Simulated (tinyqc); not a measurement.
Comparisons within one model: localisation in a chain with random site energies (transfer matrices). A value that a table varies takes the place of the one given here.

Hopping -t; leads with site energy 0, E = -2t cos(ka). psi_(j+1) = ((e_j - E)/t) psi_j - psi_(j-1), a product of matrices M_j = [[(e_j - E)/t, -1], [1, 0]]. For M = M_N ... M_1 the transmission is T = 4 sin^2(ka)/|M21 - M12 + M22 exp(ika) - M11 exp(-ika)|^2. Long samples draw e_j = W (x_j/2147483647 - 1/2) from x_j = 16807 x_(j-1) mod 2147483647, starting at x0. The localisation length xi, in sites, is defined by ln T = -2N/xi on average; weak disorder gives xi = 24 (4t^2 - E^2)/W^2, and the mean free path for backscattering is xi/2.

Numerical xi = N/ln sqrt(psi_(N+1)^2 + psi_N^2) for N = 20000 sites from psi_1 = 1, psi_0 = 0; its statistical error is about xi sqrt(xi/N).

Values chosen for the exercise:
```
symbol  value  unit  meaning
t       1.92   eV    hopping
E       -0.78  eV    energy
x0      7526         start of the number sequence
W       3.36   eV    full width of the disorder
```

## Localisation length against disorder

The same number sequence scaled by W.

xi (sites):
```
W/t   W (eV)  numerical  error  weak disorder  strong: 1/(ln(W/2t) - 1)
1.0    1.920     92.460  6.287         92.039                         -
1.5    2.880     40.878  1.848         40.906                         -
2.0    3.840     24.691  0.868         23.010                         -
3.0    5.760     10.844  0.252         10.227                         -
4.0    7.680      5.953  0.103          5.752                         -
6.0   11.520      2.868  0.034          2.557                         -
10.0  19.200      1.411  0.012          0.920                     1.641
16.0  30.720      0.893  0.006          0.360                     0.926
```

At W = t the numerical value is 92.5 +/- 6.3 against 92.0, and at 2t 24.69 +/- 0.87 against 23.01. The weak-disorder formula is within 15 % for W/t = 1, 1.5, 2, 3, 4 and 6; at W = 16t it gives 0.36 and the strong-disorder form 0.93, against 0.89. All states of the chain are localised; disorder only sets the length.

## From ballistic to localised

200 samples of each length, cut one after another from the start of the sequence. Typical T = exp(mean ln T). Ohmic: 1/(1 + 2N/xi); localised: exp(-2N/xi), both with the weak-disorder xi.

Transmission:
```
N   mean T  typical T  spread of ln T  ohmic  localised
2    0.881      0.874           0.127  0.883      0.875
5    0.760      0.729           0.315  0.750      0.717
10   0.588      0.515           0.571  0.600      0.514
20   0.396      0.280           0.946  0.429      0.264
40   0.191     0.0662           1.794  0.273     0.0698
80  0.0651    0.00565           2.652  0.158    0.00487
```

With xi = 30.1 sites, mean and typical T are 0.760 and 0.729 at N = 5, and 0.0651 and 0.00565 at N = 80, where ln T scatters by 2.7. The slope of ln(typical T) between 40 and 80 sites gives xi = 32.5, uncertain by about 9 % from the scatter of 200 samples. At N = 80 the ohmic law gives 28 times the typical value: a single channel has no ohmic range beyond a mean free path, and the mean is carried by rare resonant samples.

## What each parameter does

Numerical and weak-disorder xi. Each row changes one parameter from the base and keeps the others.

Results:
```
case          numerical xi (sites)  weak-disorder xi (sites)
base                         30.82                     30.05
t = 2.208 eV                 42.15                     40.16
E = -0.55 eV                 31.39                     30.70
W = 4.032 eV                 22.41                     20.87
x0 = 7527                    31.69                     30.05
```

The largest shifts from the base row, up to three for each result and ties (the steps differ in size, so this ranks the rows, not the parameters). numerical xi (sites): t +11.33, W -8.41, x0 +0.87. weak-disorder xi (sites): t +10.11, W -9.18, E +0.65; unchanged at the printed digits by x0. A new x0 is another sample of the same disorder; its shift is one draw of the statistical scatter, about xi sqrt(xi/N); the other rows share one sample, so their errors are correlated.

Computed by tinyqc, a small Python program: `OMP_NUM_THREADS=1 python tinyqc.py 1451666 1451667 out.jsonl` (the numbers bound the seed that draws the inputs); one thread of a shared host (Intel(R) Xeon(R) Processor @ 2.30GHz), about 0.07 s for the whole set of steps.
